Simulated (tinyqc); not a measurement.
# Resistance of a source-drain extension with a graded tip: abruptness at a fixed junction position

y runs along the channel, the gate covers y > 0. The doping is N0 for y < y0 and N0 10^(-(y - y0)/la) beyond, uniform over the depth xj. Sheet conductance s(y) = q mu(N) max(N - Nch, 0) xj + (for y > 0) ma Cox Vo, with mu(N) = u0 + (u1 - u0)/(1 + (N/Nr)^au) and Cox = eps0 eox/tox. Current is taken as one-dimensional; depletion of the tip, spreading and the contact are left out. The metallurgical junction lies at yj, where N = Nch.

R_spacer = integral of dy/s from -Ls to 0, R_ov from 0 to yj, R_channel = (Lg - 2 yj)/(ma Cox Vo), R_total = 2 R_spacer + 2 R_ov + R_channel. Electrical length L_eff = ma Cox dR_total/d(1/Vo); R_series = R_total - L_eff/(ma Cox Vo). y0 is moved with la so that yj stays at 10.862 nm.

Parameters, values chosen for the exercise; mobility law close to that of holes in silicon: relative permittivity of the gate insulator (close to aluminium oxide) eox = 9.05; insulator thickness tox = 3.9 nm; active doping of the extension far from the gate N0 = 8.4e19 cm^-3; depth of the extension xj = 8 nm; channel doping Nch = 3.1e18 cm^-3; spacer length Ls = 13 nm; gate overdrive Vo = 0.48 V; mobility of the gate-induced layer ma = 60 cm^2/(V s); mobility at low doping u1 = 470.5 cm^2/(V s); mobility at high doping u0 = 44.9 cm^2/(V s); reference doping Nr = 2.23e17 cm^-3; exponent au = 0.719; gate length Lg = 50 nm.

Constants: q = 1.602176634e-19 C, eps0 = 8.8541878128e-14 F/cm where lengths are in cm. Results are converted to the units shown.

The same in every row: yj (nm) = 10.86; R_channel (ohm um) = 477.9.

Abruptness at a fixed junction position:

| la (nm/decade) | R_spacer (ohm um) | R_ov (ohm um) | R_total (ohm um) | L_eff (nm) | R_series (ohm um) |
|---|---|---|---|---|---|
| 1 | 24.68 | 26.18 | 579.6 | 29.15 | 87.04 |
| 2.3 | 24.68 | 36.11 | 599.4 | 29.99 | 92.69 |
| 3.6 | 24.68 | 46.04 | 619.3 | 30.83 | 98.35 |
| 4.9 | 24.68 | 55.98 | 639.2 | 31.67 | 104.0 |
| 6.1 | 24.68 | 65.14 | 657.5 | 32.44 | 109.2 |
| 7.4 | 24.68 | 75.08 | 677.4 | 33.28 | 114.9 |
| 8.7 | 25.39 | 84.45 | 697.6 | 34.11 | 121.1 |
| 10 | 27.97 | 92.46 | 718.7 | 34.89 | 129.1 |

What does the comparison show, and why?

As la goes from 1 to 10 nm/decade, R_total rises from 580 to 719 ohm um, R_spacer rises from 24.7 to 28.0 ohm um and R_ov rises from 26.2 to 92.5 ohm um. R_total changes on average by 15.5 ohm um for each nm/decade. L_eff exceeds the metallurgical length by 0.868 nm in the first row and 6.61 nm in the last, since the gate also controls the lightly doped tips.

Numbers from tinyqc (`OMP_NUM_THREADS=1 python tinyqc.py 2282189 2282190 out.jsonl`; about 0.04 s on one thread of a shared Intel Xeon 2.30GHz).
